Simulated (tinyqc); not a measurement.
## Transistor under a ferroelectric capacitor (negative capacitance), static model: effect of the ferroelectric thickness

A ferroelectric film of thickness tf lies between the gate and an inner metal at potential v, which drives an ordinary transistor. One domain, P = Q (background permittivity neglected): Vg = v + tf (2 al Q + 4 be Q^3), al = -3 sqrt(3) Ec/(4 Pr), be = 3 sqrt(3) Ec/(8 Pr^3). Gate charge Q(v) = Qi + Cp v with the channel charge Qi = Cox n Vt ln(1 + exp((v - VT)/(n Vt))). Q in uC/cm^2, E in kV/cm; 1 nm times 1 kV/cm is 1e-4 V. Domains, leakage and the switching time are left out.

C = dQ/dv = Cox/(1 + exp(-(v - VT)/(n Vt))) + Cp; dVg/dv = 1 + C tf (2 al + 12 be Q^2); gain = dv/dVg. The largest gain is taken over -0.3 V < v < 2.5 V, tc is the thickness at which dVg/dv first touches zero, the swing is n Vt ln 10 (1 + 2 al tf Cp), v solves Vg(v) = Vg, and the last column compares Qi(v) with Qi(Vg) of the transistor without the film.

Inputs (values chosen for the exercise); Pr and Ec close to those of hafnium oxide based films: temperature T = 300 K; remanent polarisation Pr = 22 uC/cm^2; coercive field Ec = 800 kV/cm; capacitance of the inner oxide Cox = 2.8 uF/cm^2; overlap capacitance per gate area Cp = 1.19 uF/cm^2; threshold of the inner transistor VT = 0.36 V; subthreshold factor of the inner transistor n = 1.05; gate voltage Vg = 0.34 V.

Constants: q = 1.602176634e-19 C, kB = 1.380649e-23 J/K, Vt = kB T/q. Results are converted to the units shown.

Results:

| tf (nm) | tc (nm) | largest gain | swing (mV/decade) | v at Vg (V) | Qi with/without film |
|---|---|---|---|---|---|
| 2.7 | 26.77 | 1.112 | 60.61 | 0.3517 | 1.413 |
| 3.7 | 26.77 | 1.160 | 59.90 | 0.3565 | 1.613 |
| 5 | 26.77 | 1.230 | 58.99 | 0.3631 | 1.922 |
| 6.8 | 26.77 | 1.341 | 57.72 | 0.3732 | 2.471 |
| 9.3 | 26.77 | 1.532 | 55.97 | 0.3900 | 3.560 |
| 17 | 26.77 | 2.741 | 50.56 | 0.4953 | 12.76 |
| 24 | 26.77 | 9.675 | 45.64 | 1.025 | 62.67 |

Estimate the missing row, tf = 13 nm.

Computed row:

| tf (nm) | tc (nm) | largest gain | swing (mV/decade) | v at Vg (V) | Qi with/without film |
|---|---|---|---|---|---|
| 13 | 26.77 | 1.944 | 53.37 | 0.4254 | 6.377 |

With this row back in the table: As tf goes from 2.7 to 24 nm, the largest gain rises from 1.11 to 9.67, the swing falls from 60.6 to 45.6 mV a decade and tc stays at 26.8 nm. The gain grows as 1/(1 - tf/tc), the swing falls only linearly, because below threshold the film works against the small Cp. At tf = 32 nm tf is within 2 % of tc or beyond it, so those rows are left out. At tf = 24 nm the gate charge passes 2.5 uC/cm^2, about what a silicon dioxide interlayer withstands. At tf = 24 nm the gain relies on a single-domain state close to the fold, which domains would spoil.

Numbers from tinyqc (`OMP_NUM_THREADS=1 python tinyqc.py 2860101 2860102 out.jsonl`; about 0.02 s on one thread of a shared Intel Xeon 2.30GHz).
